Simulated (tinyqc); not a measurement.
Worked calculation: MP2 on RHF in the sto-6g basis, for H2, spin multiplicity 1. One step of it, computed by the program tinyqc.

Problem. Second-order Moller-Plesset energy. E2 = sum_ijab (ia|jb) [2 (ia|jb) - (ib|ja)] / (e_i + e_j - e_a - e_b) over occupied i, j and virtual a, b; the opposite-spin part is (ia|jb)^2 / denominator, the rest is same-spin, and SCS-MP2 scales them by 6/5 and 1/3.

orbital energies (hartree): [-0.629902, 0.790826]

Two-electron integrals over orbitals (pq|rs), unique and non-zero (hartree):
```
(11|11) 0.695155   (21|21) 0.175723   (22|11) 0.683463   (22|22) 0.719935
```

Hartree-Fock energy = -1.11897701 hartree

Give: Terms; Pair energies; MP2 correlation energy; SCS-MP2 correlation energy; MP2 total energy.

Solution.

Terms:
```
i  j  a  b  (ia|jb)  (ib|ja)  denominator    term
1  1  2  2    0.176    0.176       -2.841  -0.011
```

Pair energies (hartree; pair i-j sums ij and ji):
```
pair  opposite spin  same spin
1-1          -0.011      0.000
```

MP2 correlation energy = -0.01087 hartree

SCS-MP2 correlation energy = -0.01304 hartree

MP2 total energy = -1.12984 hartree
